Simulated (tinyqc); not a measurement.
MOSFET in the linear regime without short-channel effects, parameter extraction from computed curves: two steps of the calculation.

Inversion charge Q = Cox n Vt W0(exp((Vg - VT)/(n Vt))), W0 the Lambert function and n = nf; u = Q/Cox; mobility mu = mu0/(1 + th1 u + th2 u^2); channel resistance Rch = (L - dL)/(W mu Q); Id = Vd/(Rch + Rsd/W). Cox = eps0 eox/tox. Small Vd, no channel-length or drain effects.

Values chosen for this exercise; channel values of the order met in silicon transistors:
- T = 400 K (temperature)
- eox = 3.9 (relative permittivity of the gate insulator (close to silicon dioxide))
- tox = 3.7 nm (insulator thickness)
- mu0 = 89 cm^2/(V s) (low-field mobility)
- th1 = 0.18 1/V (first mobility attenuation factor)
- th2 = 0.16 1/V^2 (second mobility attenuation factor)
- VT = 0.69 V (threshold voltage)
- nf = 1.05 (body factor)
- W = 10 um (gate width)
- L = 0.83 um (drawn gate length)
- dL = 0.014 um (drawn less effective length)
- Rsd = 510 ohm um (source plus drain resistance)
- Vd = 0.01 V (drain voltage)

Constants: q = 1.602176634e-19 C, kB = 1.380649e-23 J/K, Vt = kB T/q, eps0 = 8.8541878128e-14 F/cm where lengths are in cm. Results are converted to the units shown.

Task 1. Transfer curve. u, mu, Rch and Id as defined.

| point | Vg (V) |
|---|---|
| 0 | 0.49 |
| 1 | 0.59 |
| 2 | 0.69 |
| 3 | 0.79 |
| 4 | 0.89 |
| 5 | 0.99 |
| 6 | 1.09 |
| 7 | 1.19 |
| 8 | 1.29 |
| 9 | 1.39 |

Wanted: u; mu; Rch; Id.

Result 1.

| point | u (V) | mu (cm^2/(V s)) | Rch (ohm) | Id (uA) |
|---|---|---|---|---|
| 0 | 1.4355e-4 | 88.998 | 6.8438e6 | 0.0014612 |
| 1 | 0.0021520 | 88.965 | 4.5667e5 | 0.021895 |
| 2 | 0.020527 | 88.666 | 48040 | 0.20794 |
| 3 | 0.074077 | 87.753 | 13450 | 0.74067 |
| 4 | 0.14883 | 86.380 | 6801.2 | 1.4594 |
| 5 | 0.23266 | 84.718 | 4435.9 | 2.2287 |
| 6 | 0.32101 | 82.847 | 3287.7 | 2.9952 |
| 7 | 0.41198 | 80.813 | 2626.2 | 3.7352 |
| 8 | 0.50463 | 78.651 | 2202.9 | 4.4367 |
| 9 | 0.59846 | 76.393 | 1912.4 | 5.0931 |

Task 2. Threshold and mobility at the peak transconductance. gm_i = (Id_(i+1) - Id_(i-1))/(Vg_(i+1) - Vg_(i-1)); at the point j of largest gm the tangent meets the axis at V_ext = Vg_j - Id_j/gm_j; field-effect mobility gm_j L/(W Cox Vd) with the drawn L.

| point | Vg (V) | Id (uA) |
|---|---|---|
| 0 | 0.49 | 0.0014611751 |
| 1 | 0.59 | 0.021895054 |
| 2 | 0.69 | 0.20793845 |
| 3 | 0.79 | 0.74066686 |
| 4 | 0.89 | 1.4593827 |
| 5 | 0.99 | 2.2286872 |
| 6 | 1.09 | 2.9952023 |
| 7 | 1.19 | 3.7352491 |
| 8 | 1.29 | 4.4367257 |
| 9 | 1.39 | 5.0930888 |

Find: gm; j; V_ext; field-effect mobility.

Result 2.

| point | gm (uS) |
|---|---|
| 1 | 1.0324 |
| 2 | 3.5939 |
| 3 | 6.2572 |
| 4 | 7.4401 |
| 5 | 7.6791 |
| 6 | 7.5328 |
| 7 | 7.2076 |
| 8 | 6.7892 |

j = 5
V_ext = 0.69977 V
field-effect mobility = 68.293 cm^2/(V s)

V_ext is 9.8 mV above the model VT, and the mobility so found is 25 % below mu0 L/(L - dL) = 90.5 cm^2/(V s), the value for the drawn L; attenuation, series resistance and the slow approach of Q to a straight line all lower the peak gm.

tinyqc, about 0.01 s, one thread, Intel Xeon 2.30GHz (shared host): `OMP_NUM_THREADS=1 python tinyqc.py 2210121 2210122 out.jsonl`
